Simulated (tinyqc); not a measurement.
Gas flow in a process chamber: flow regimes, conductance, effective pumping speed, pump-down, outgassing and purge. Changing the process gas flow. Computed by tinyqc, a small Python program. Command: `OMP_NUM_THREADS=1 python tinyqc.py 3120177 3120178 out.jsonl pump sweep`. One thread of a shared host (Intel(R) Xeon(R) Processor @ 2.30GHz), about 0.01 s of CPU time with the checks.

Ideal gas, isothermal flow, a pump of constant speed at the end of a round pipe; process gas, volume gas and outgassing are given the same properties. 1 sccm = 101325 Pa x 1e-6 m^3/60 s x T/273.15 K.

Inputs (values chosen for the exercise, modelled on oxygen near room temperature):
```
quantity            value           unit
molar mass M           32          g/mol
molecular diameter   0.36             nm
viscosity eta        20.6  micropascal s
temperature T         293              K
chamber volume V       55              L
pipe diameter d         4             cm
pipe length l          58             cm
pump speed S           40            L/s
```

Constants: k_B = 1.380649e-23 J/K; u = 1.6605390666e-27 kg.

Method:
- Mean speed c = sqrt(8 k_B T/(pi m)); aperture conductance C_a = c pi d^2/16; molecular pipe C_m = C_a/(1 + 3 l/(4 d)) (Dushman form); viscous pipe C_v = pi d^4 p_mean/(128 eta l); Knudsen interpolation C = C_v + C_m (1 + x)/(1 + 1.24 x), x = d p_mean sqrt(m/(k_B T))/eta.
- Effective speed 1/S_eff = 1/S + 1/C_m; time constant V/S_eff; pressure at which the free path k_B T/(sqrt2 pi d_m^2 p) equals d.
- Steady flow: the pump inlet is at p_2 = Q/S, and the chamber pressure p_1 solves Q = C((p_1 + p_2)/2) (p_1 - p_2). Residence time = p_1 V/Q.
- Knudsen number = free path at the mean pressure over d.

One run for each value:
```
process gas flow (sccm)  chamber pressure p_1 (Pa)  conductance C (L/s)  Knudsen number  residence time (s)
0.1                                     2.0290e-02                 11.5      1.4154e+01              6.1604
0.3                                     6.1726e-02                 11.3      4.6643e+00              6.2471
1                                       2.0803e-01                 11.1      1.3867e+00              6.3163
3                                       5.9437e-01                 11.9      4.8105e-01              6.0154
10                                      1.6492e+00                 15.1      1.6711e-01              5.0072
30                                      3.7337e+00                 22.9      6.8982e-02              3.7788
100                                     8.6402e+00                 44.1      2.6675e-02              2.6233
300                                     1.9260e+01                 95.8      1.0695e-02              1.9493
1000                                    5.2110e+01                265.5      3.6067e-03              1.5822
3000                                    1.4317e+02                743.1      1.2589e-03              1.4490
10000                                   4.6038e+02               2410.7      3.8465e-04              1.3978
```

Over the rows, chamber pressure p_1 (Pa) rises from 0.0203 to 460 (exponent d ln y / d ln x between 0.70 and 1.0); conductance C (L/s) goes from 11.5 through a minimum among these rows, 11.1 at 1.00, to 2410; Knudsen number falls from 14.2 to 3.85e-4 (exponent d ln y / d ln x between -1.0 and -0.79). At the low end the exponent of chamber pressure p_1 is 1.01, close to 1: constant speed and conductance.

Extremes, crossings and ranges named in words are read from the listed rows.
